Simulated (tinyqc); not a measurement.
# Scale length and length offset from two DIBL values

Inverse problem. DIBL = exp(-Le/(2 l)) + 2 exp(-Le/l) with Le = L - dL. Find l, dL and the drawn length for a DIBL of 100 mV/V.

DIBL at drawn lengths 96 and 180 nm (mV/V): 76.742066  5.7800600

Answer. With e = exp(-Le/(2 l)), 2 e^2 + e = DIBL gives e and so Le/l at each length; Le/l is a straight line in L with slope 1/l.

l = 17.0 nm
dL = 4.40 nm
length for 100 mV/V = 88.0 nm

tinyqc, about 0.01 s, one thread, Intel Xeon 2.30GHz (shared host): `OMP_NUM_THREADS=1 python tinyqc.py 2002052 2002053 out.jsonl`
